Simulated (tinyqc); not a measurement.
Worked calculation: time-domain thermoreflectance: layered heat flow under a modulated pulse train, and what the signal ratio measures. Computed by tinyqc, a small Python program that keeps every step. Command: `OMP_NUM_THREADS=1 python tinyqc.py 3112743 3112744 out.jsonl tdtr walk`. One thread of a shared host (Intel(R) Xeon(R) Processor @ 2.30GHz), about 0.1 s of CPU time with the checks. Intermediate numbers are printed to about 7 digits and carried at full precision; extremes and crossings named in words are read from the listed rows.

Pulses repeat at 80 MHz; heat is laid down at the surface, all layers are isotropic.

Inputs (values chosen for the exercise, modelled on aluminium on germanium):
```
quantity                                value        unit
metal thickness d                          80          nm
metal conductivity                        140     W/(m K)
metal heat capacity                      2.42  MJ/(m^3 K)
boundary conductance G under the metal    130  MW/(m^2 K)
substrate conductivity kappa             58.9     W/(m K)
substrate heat capacity C                1.69  MJ/(m^3 K)
modulation frequency f                      5         MHz
spot radius w (1/e^2, pump and probe)     4.4  micrometre
delay t                                   130          ps
```

Stack: metal, substrate.

## Length and time scales

Penetration depth sqrt(kappa/(pi f C)); effusivity sqrt(kappa C); cooling time of the metal d C_m/G; Kapitza length kappa/G.

penetration depth = 1.489547 micrometre

effusivity = 9977.024 W s^(1/2)/(m^2 K)

cooling time of the metal = 1489.231 ps

Kapitza length = 453.0769 nm

depth over spot radius = 0.3385335

The penetration depth is not small against the spot, so radial spreading in the substrate matters at f.

## Impedance at k = 0 and the modulation frequency

For radial wave number k and angular frequency W each layer has u = sqrt(4 pi^2 k^2 + i W C/kappa) and gamma = kappa u. Surface impedance from below: Z = 1/gamma for the substrate; a layer of thickness L maps Z to (Z + tanh(u L)/gamma)/(1 + gamma Z tanh(u L)); a boundary adds 1/G. Take k = 0 and W = 2 pi f.

Z of the substrate = 12.64472-12.64472i m^2 K/GW

Z at the surface = 17.83050-13.78699i m^2 K/GW

## Response at the modulation frequency

Response per absorbed watt H(W) = 2 pi int_0^(2/w) Z(k, W) exp(-pi^2 k^2 w^2) k dk by 20 Gauss-Legendre points.

H(2 pi f) = 0.3020395-0.1920607i K/mW

phase of H(2 pi f) = -32.45144 degrees

## Signal at one delay

Signal: X + iY = sum_(m = -M..M) H(2 pi (f + m f_r)) exp(i 2 pi m f_r t) exp(-pi (m/M)^2 x 4), f_r = 80 MHz, M = 4000, with H(-W) the complex conjugate of H(W); V_in = X, V_out = Y, ratio = -V_in/V_out.

V_in = 1.086311 K/mW

V_out = -0.1819870 K/mW

ratio -V_in/V_out = 5.969171

## Ratio and sensitivities against delay

Sensitivity S = ln(ratio'/ratio)/ln(1.01) for a rise of one input by 1 %.

Ratio and sensitivities:
```
t (ps)     ratio  S to kappa      S to G      S to d     S to C      S to w
100     6.097897   0.5466463   0.0205090  -0.8497600  0.3248549  -0.3536208
200     5.693541   0.5334779  -0.0229583  -0.7879182  0.3136185  -0.3472675
400     5.033273   0.5082793  -0.0920650  -0.6726113  0.2911534  -0.3367598
800     4.078314   0.4635662  -0.1884812  -0.4903372  0.2487271  -0.3219236
1500    3.038915   0.3995551  -0.2826763  -0.2677689  0.1829459  -0.3075790
2500    2.205509   0.3299535  -0.3308164  -0.0743071  0.1049500  -0.3002218
4000    1.548625   0.2604502  -0.3182233   0.0655871  0.0179329  -0.3031457
```

The largest sensitivity in size at 100 ps is to d (-0.85). At 400 ps an error of 3 % in d passes on as 4 % in kappa.

Checks made by the program: steady rise of a bare substrate, 1/(2 sqrt(pi) w kappa), from the same quadrature (relative difference below 1e-10).
